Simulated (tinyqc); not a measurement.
p-n diode with diffusion and depletion-layer recombination: one step of the calculation.

Abrupt junction in the depletion approximation, low injection, full ionisation, neutral widths fixed, ohmic contact on the p side. Vj is the junction voltage; where a series resistance Rs is given, V = Vj + J Rs is the terminal voltage.

Question. Recombination in the depleted layer. ni = sqrt(Nc Nv) exp(-Eg/(2 Vt)), Eg in volts. Vbi = Vt ln(Na Nd/ni^2), W = sqrt(2 eps0 eps_r (Vbi - Vj)(1/Na + 1/Nd)/q), xp = W Nd/(Na + Nd), xn = W Na/(Na + Nd); u(x) = q Na (x + xp)^2/(2 eps0 eps_r) for x < 0 and Vbi - Vj - q Nd (xn - x)^2/(2 eps0 eps_r) for x > 0; p = Na exp(-u/Vt), n = Nd exp((u - Vbi + Vj)/Vt); U = ni^2 (exp(Vj/Vt) - 1)/(tp (n + ni exp(Et/Vt)) + tn (p + ni exp(-Et/Vt))); J_scr = q times the integral of U from -xp to xn. Trapezoid rule on 16 equal steps.

Inputs (values chosen for the exercise); band and dielectric values close to those of indium phosphide:

| symbol | value | unit | meaning |
|---|---|---|---|
| T | 300 | K | temperature |
| Eg | 1.35 | eV | band gap |
| eps_r | 12.3 |  | relative permittivity |
| Nc | 5.79e17 | cm^-3 | conduction-band density of states at T |
| Nv | 1.1e19 | cm^-3 | valence-band density of states at T |
| Na | 5.8e17 | cm^-3 | acceptor density |
| Nd | 2.9e15 | cm^-3 | donor density |
| tn | 3e-6 | s | electron lifetime |
| tp | 2e-6 | s | hole lifetime |
| Et | 0 | eV | trap level above the intrinsic level |
| Vj | 0.49 | V | junction voltage at which recombination is evaluated |

Constants: q = 1.602176634e-19 C, kB = 1.380649e-23 J/K, Vt = kB T/q, eps0 = 8.8541878128e-14 F/cm where lengths are in cm. Results are converted to the units shown.

Wanted: W; x; u; n; p; U; J_scr.

Answer.

W = 552.1 nm

```
point  x (nm)   u (V)  n (cm^-3)  p (cm^-3)  U (cm^-3 s^-1)
0        -2.7  0.0000    3.920e4   5.800e17        1.307e10
1        31.8  0.0755    7.273e5   3.126e16        2.424e11
2        66.3  0.1492    1.256e7   1.810e15        4.188e12
3       100.8  0.2177    1.783e8   1.275e14        5.944e13
4       135.3  0.2812    2.079e9   1.093e13        6.931e14
5       169.8  0.3397   1.992e10   1.141e12        6.564e15
6       204.3  0.3930   1.568e11   1.450e11        3.037e16
7       238.8  0.4413   1.014e12   2.242e10        1.085e16
8       273.3  0.4844   5.389e12    4.219e9        2.107e15
9       307.8  0.5225   2.353e13    9.663e8        4.831e14
10      342.3  0.5556   8.439e13    2.694e8        1.347e14
11      376.8  0.5835   2.487e14    9.142e7        4.571e13
12      411.3  0.6064   6.021e14    3.776e7        1.888e13
13      445.8  0.6241   1.198e15    1.898e7        9.491e12
14      480.3  0.6368   1.958e15    1.161e7        5.807e12
15      514.9  0.6445   2.629e15    8.649e6        4.325e12
16      549.4  0.6470   2.900e15    7.840e6        3.920e12
```

J_scr = 2.839e-8 A/cm^2

Numbers from tinyqc (`OMP_NUM_THREADS=1 python tinyqc.py 2260054 2260055 out.jsonl`; about 0.01 s on one thread of a shared Intel Xeon 2.30GHz).
